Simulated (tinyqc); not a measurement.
Worked calculation: donors with valley-orbit split 1s states. Values are carried at full precision from step to step, so a last printed digit may differ when a step is redone from the rounded ones.

Each donor binds at most one electron, in any of its states. For a site s, W_s = sum over its states of g exp(E/kT), and the ionised share is 1/(1 + W_s exp(eta)), eta = (EF - Ec)/kT; n = Nc F_1/2(eta); neutrality n + NA = ND x (mean ionised share); holes are neglected. Nc from N = 2 (m kB T/(4 pi c))^(3/2) with c = hbar^2/2m0, in 1/angstrom^3; times 1e24 for 1/cm^3, m = md. F_j(eta) = (1/Gamma(j + 1)) integral_0^infinity x^j dx/(1 + exp(x - eta)), which tends to exp(eta) for eta << 0.

Constants: hbar^2/2m0 = 3.80998211 eV angstrom^2; kB = 8.617333262e-05 eV/K.

Inputs chosen for the exercise (near those of As in Si; the results hold for these values, not for the real material):
- md = 1.033 m0 (density-of-states mass of the conduction band)
- E = (55.6, 34.5, 33.7) meV (binding energies of 1s(A1), 1s(T2), 1s(E))
- g = (2, 6, 4) (their degeneracies with spin)
- T = 500 K
- ND = 2.3e+15 1/cm^3 (donors)
- NA = 0 1/cm^3 (compensating acceptors, all ionised)
- mu0 = 63 cm^2/(V s) (mobility at heavy doping)
- mu1 = 1450 cm^2/(V s) (mobility at light doping and 300 K)
- Nr = 9e+16 1/cm^3 (reference doping)
- de = 0.72 (doping exponent)
- ga = 2.3 (temperature exponent)

## Partition sums of the neutral donor

Give each term g exp(E/kT), W_s, and the effective degeneracy W_s exp(-E_ground/kT).

Nc = 5.6689e+19 1/cm^3

terms: 1s(A1) 7.269, 1s(T2) 13.36, 1s(E) 8.745

W_s: donor 29.376

effective degeneracy: donor 8.083

The ground state alone would give 2 and all states together 12; here the excited states hold 75 % of the bound electrons.

## Neutrality

Solve for eta.

eta = -10.114
n = 2.30e+15 1/cm^3

ionised share: donor 0.999

n is 0.999 of ND - NA.

## Mobility and resistivity

Mobility (Caughey-Thomas form): mu = mu0 + (mu1 (T/300)^(-ga) - mu0)/(1 + ((ND + NA)/Nr)^de); rho = 1/(e n mu), e = 1.602176634e-19 C.

Compare with full ionisation, n = ND - NA.

mu = 422.2 cm^2/(V s)
rho = 6.44 ohm cm
rho at full ionisation = 6.43 ohm cm

Incomplete ionisation raises rho by a factor 1.

## Checks

- n at ND = 1e13 1/cm^3 against the root of n^2 = (Nc/W)(ND - n) (1/cm^3): both 1.000e+13.

Program tinyqc; command `OMP_NUM_THREADS=1 python tinyqc.py 1681805 1681806 out.jsonl`; about 0.01 s on one thread of a shared Intel(R) Xeon(R) Processor @ 2.30GHz.
